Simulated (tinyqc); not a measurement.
# MOS capacitor on a p-type substrate, surface potential from the exact charge relation: effect of the temperature on threshold and swing

Uniform p-type substrate, Boltzmann statistics, full ionisation, classical densities. psi is the surface potential against the body (positive when the bands bend down) and u = psi/Vt. Traps are spread evenly over the gap and neutral at flat band, so their charge is -q Dit psi; the minority quasi-Fermi level is shifted by Vb.

Nc and Nv are given at 300 K and scale as (T/300 K)^1.5; Eg is held fixed. ni = sqrt(Nc Nv) exp(-Eg/(2 Vt)), Eg in volts; phiF = Vt ln(N/ni); Cox = eps0 eox/tox; Vfb = phiM - chi - (Eg - Vt ln(Nv/N)) - q Nf/Cox; VT = Vfb + [(2 phiF + Vb)(1 + q Dit/Cox) + sqrt(2 eps0 eps_r q N (2 phiF + Vb))/Cox]. gamma = sqrt(2 eps0 eps_r q N)/Cox; Wm = sqrt(2 eps0 eps_r (2 phiF + Vb)/(q N)); m = 1 + (eps0 eps_r/Wm + q Dit)/Cox; swing m Vt ln 10; Cmin/Cox = 1/(1 + Cox Wm/(eps0 eps_r)).

Values chosen for this exercise; band and dielectric values close to those of 4H silicon carbide:
```
symbol,value,unit,meaning
Eg,3.22,eV,band gap
eps_r,9.63,,relative permittivity
Nc,1.73e19,cm^-3,conduction-band density of states at the reference temperature
Nv,2.47e19,cm^-3,valence-band density of states at the reference temperature
chi,3.62,eV,electron affinity
N,3.1e15,cm^-3,acceptor density of the substrate
eox,24.6,,relative permittivity of the gate insulator (close to zirconium oxide)
tox,21,nm,insulator thickness
phiM,4.27,eV,gate work function
Nf,6.6e10,cm^-2,"fixed charge at the interface, in units of q"
Dit,0,cm^-2 eV^-1,density of interface traps
Vb,0,V,reverse bias of the inversion layer against the body
```

Constants: q = 1.602176634e-19 C, kB = 1.380649e-23 J/K, Vt = kB T/q, eps0 = 8.8541878128e-14 F/cm where lengths are in cm. Results are converted to the units shown.

The same in every row: gamma (V^0.5) = 0.028059.

Results:
```
T (K)  Vfb (V)  2 phiF (V)   VT (V)  Wm (nm)       m  swing (mV/decade)   Cmin/Cox
200    -2.4359      2.9375  0.54969   1004.3  1.0082             40.009  0.0081193
240    -2.4013      2.8696  0.51584   992.61  1.0083             48.016  0.0082139
280    -2.3659      2.8001  0.48110   980.51  1.0084             56.024  0.0083144
360    -2.2930      2.6567  0.40942   955.08  1.0086             72.047  0.0085339
400    -2.2557      2.5832  0.37266   941.78  1.0087             80.061  0.0086534
440    -2.2178      2.5087  0.33536   928.10  1.0089             88.079  0.0087799
```

Estimate the missing row, T = 320 K.

Computed row:
```
T (K)  Vfb (V)  2 phiF (V)   VT (V)  Wm (nm)       m  swing (mV/decade)   Cmin/Cox
320    -2.3298      2.7291  0.44559   967.99  1.0085             64.034  0.0084210
```

With this row back in the table: As T goes from 200 to 440, VT falls from 0.550 to 0.335 V, the swing rises from 40.0 to 88.1 mV/decade and Cmin/Cox rises from 0.00812 to 0.00878. Of the change of VT by -0.214 V, 0.218 V comes from Vfb and -0.432 V from the band bending and the charge it takes. VT changes by -0.893 mV/K on average.

Program tinyqc, `OMP_NUM_THREADS=1 python tinyqc.py 2060011 2060012 out.jsonl`; Intel Xeon 2.30GHz, shared host, one thread, about 0.01 s.
